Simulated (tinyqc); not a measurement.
Inside a calculation. Model: collinear exchange A + BC -> AB + C on a London-Eyring-Polanyi-Sato surface: saddle, string of images and rate. Computed by tinyqc, a small Python program that keeps every step. Command: `OMP_NUM_THREADS=1 python tinyqc.py 3112828 3112829 out.jsonl leps walk`. One thread of a shared host (Intel(R) Xeon(R) Processor @ 2.30GHz), about 0.04 s of CPU time with the checks. Intermediate numbers are printed to about 5 digits and carried at full precision; extremes and crossings named in words are read from the listed rows.

x = r(AB), y = r(BC), r(AC) = x + y. V is counted from separated atoms, the barrier from A + BC, that is V + D(BC).

Inputs (values chosen for the exercise, bond data loosely for abstraction of hydrogen from a Si-H bond by a hydrogen atom; the barrier is not fitted):

| quantity | value | unit |
|---|---|---|
| D(AB) | 4.7 | eV |
| r0(AB) | 0.742 | angstrom |
| beta(AB) | 1.94 | 1/angstrom |
| D(BC) | 4.13 | eV |
| r0(BC) | 1.48 | angstrom |
| beta(BC) | 1.52 | 1/angstrom |
| D(AC) | 4.1 | eV |
| r0(AC) | 1.48 | angstrom |
| beta(AC) | 1.52 | 1/angstrom |
| Sato parameter S | 0.12 | - |
| mass of A | 1.008 | u |
| mass of B | 1.008 | u |
| mass of C | 28.09 | u |
| temperature T | 300 | K |
| step of the string | 0.015 | angstrom^2/eV |

Constants: nu for 1 eV/(angstrom^2 u) = 15.6333042 THz; h x 1 THz = 4.135667696 meV; k_B = 1.380649e-23 J/K; u = 1.6605390666e-27 kg; k_B = 8.617333262e-05 eV/K.

## One point of the surface

For each pair, with u = exp(-beta (r - r0)): Q = D [(3 + S) u^2 - (2 + 6 S) u]/(4 (1 + S)), J = D [(1 + 3 S) u^2 - (6 + 2 S) u]/(4 (1 + S)); V = Q1 + Q2 + Q3 - sqrt(((J1 - J2)^2 + (J2 - J3)^2 + (J3 - J1)^2)/2). Take x = r0(AB) + 0.3 and y = r0(BC) + 0.1 angstrom.

Pair terms:

| pair | u | Q (eV) | J (eV) |
|---|---|---|---|
| AB | 0.55878 | -0.57251 | -3.2125 |
| BC | 0.85899 | -0.03164 | -4.0162 |
| AC | 0.17625 | -0.35004 | -0.9679 |

V = -3.6907 eV

## Relaxing the string

String of 9 images between the fixed ends (r0(AB) + 2, r0(BC)) and (r0(AB), r0(BC) + 2), started on the two straight legs through (r0(AB) + 0.3, r0(BC) + 0.3): each iteration moves the inner images by -step x gradient (central differences) and spaces them evenly again along the broken line (coordinates are kept between 0.2 and 8 angstrom); stop when no coordinate changes by more than 1e-5 angstrom, at most 400 iterations.

Course:

| iteration | highest inner image above A + BC (eV) | largest move (angstrom) |
|---|---|---|
| 1 | 0.41831 | 4.6287e-02 |
| 2 | 0.37686 | 3.9694e-02 |
| 3 | 0.36433 | 3.1782e-02 |
| 4 | 0.35843 | 2.3736e-02 |
| 5 | 0.35412 | 1.6723e-02 |
| 6 | 0.35121 | 1.2920e-02 |
| 7 | 0.34932 | 1.0805e-02 |
| ... | ... | ... |
| 37 | 0.34292 | 2.8879e-05 |
| 38 | 0.34291 | 2.4042e-05 |
| 39 | 0.34291 | 2.0012e-05 |
| 40 | 0.34290 | 1.6654e-05 |
| 41 | 0.34290 | 1.3858e-05 |
| 42 | 0.34289 | 1.1529e-05 |
| 43 | 0.34289 | 9.5908e-06 |

Images at the end:

| image | x (angstrom) | y (angstrom) | V + D(BC) (eV) |
|---|---|---|---|
| 0 | 2.7420 | 1.4800 | 0.01578 |
| 1 | 2.2908 | 1.4818 | 0.03853 |
| 2 | 1.8397 | 1.4873 | 0.10011 |
| 3 | 1.3910 | 1.5296 | 0.26677 |
| 4 | 0.9884 | 1.7331 | 0.34289 |
| 5 | 0.7766 | 2.1284 | -0.21031 |
| 6 | 0.7477 | 2.5776 | -0.43117 |
| 7 | 0.7435 | 3.0288 | -0.51159 |
| 8 | 0.7420 | 3.4800 | -0.54358 |

last move = 9.5908e-06 angstrom

Converged in 43 iterations.

## Saddle by Newton steps

From the highest inner image, z -> z - H^-1 g with gradient g and Hessian H by central differences, steps capped at 0.15 angstrom, 12 steps.

The first seven points:

| step | x | y | V + D(BC) (eV) | \|g\| (eV/angstrom) |
|---|---|---|---|---|
| 0 | 0.9884 | 1.7331 | 0.34289 | 9.6144e-01 |
| 1 | 1.0797 | 1.6225 | 0.40825 | 2.1468e-01 |
| 2 | 1.0935 | 1.6353 | 0.40634 | 6.7723e-03 |
| 3 | 1.0938 | 1.6358 | 0.40634 | 8.6144e-06 |
| 4 | 1.0938 | 1.6358 | 0.40634 | 0 |
| 5 | 1.0938 | 1.6358 | 0.40634 | 0 |
| 6 | 1.0938 | 1.6358 | 0.40634 | 0 |

saddle (x, y) (angstrom): 1.0938  1.6358

barrier = 0.40634 eV

Hessian (eV/angstrom^2):
```
         x       y
x  -0.9855  7.4086
y   7.4086  6.3692
```

The highest image lies 63.4 meV below the saddle. Stretches at the saddle: AB 0.352, BC 0.156 angstrom, for a reaction energy D(BC) - D(AB) = -0.57 eV: an early barrier for an exothermic step.

## Frequencies at the saddle

Wilson matrix G = [[1/m_A + 1/m_B, -1/m_B], [-1/m_B, 1/m_B + 1/m_C]]; eigenvalues lambda of G H give nu = 15.6333042 THz x sqrt(|lambda|), the negative one being imaginary. Reactant: nu_BC from k = 2 D beta^2 and 1/m_B + 1/m_C. Skew angle: cos = sqrt(m_A m_C/((m_A + m_B)(m_B + m_C))).

imaginary frequency = 59.623 THz

real frequency at the saddle = 32.925 THz

nu_BC = 69.232 THz

skew angle = 45.993 degrees

## Transition-state rate

One-dimensional rate constant without tunnelling, k = sqrt(k_B T/(2 pi mu)) [sinh(h nu_BC/(2 k_B T))/sinh(h nu_s/(2 k_B T))] exp(-barrier/(k_B T)) with mu = m_A (m_B + m_C)/(m_A + m_B + m_C); Wigner factor 1 + (h nu_i/(k_B T))^2/24; adiabatic barrier = barrier + h (nu_s - nu_BC)/2.

adiabatic barrier = 0.33126 eV

rate constant k = 0.17471 cm/s

Wigner factor = 4.7907

Caution: the Wigner factor exceeds 2 at T: tunnelling, left out of k, is large and needs a better treatment than this factor.

## Rate against temperature

The formulas are those given above.

Rates; the last column is k_B T^2 d ln k/dT:

| T (K) | k (cm/s) | Wigner factor | activation energy (eV) |
|---|---|---|---|
| 300 | 1.7471e-01 | 4.7907 | 0.34489 |
| 400 | 5.0365e+00 | 3.1323 | 0.35110 |
| 550 | 8.4231e+01 | 2.1278 | 0.36244 |
| 750 | 6.7476e+02 | 1.6065 | 0.37898 |
| 1000 | 3.0283e+03 | 1.3412 | 0.39895 |
| 1400 | 1.1866e+04 | 1.1741 | 0.42727 |
| 2000 | 3.5765e+04 | 1.0853 | 0.46346 |

The activation energy goes from 0.345 eV at 300 K, near the adiabatic barrier plus k_B T/2 (0.344), to 0.463 eV at 2000 K; the classical limit is the barrier plus k_B T/2 (0.493).

Checks made by the program: V for A far away against -D(BC) (relative difference below 1e-10).
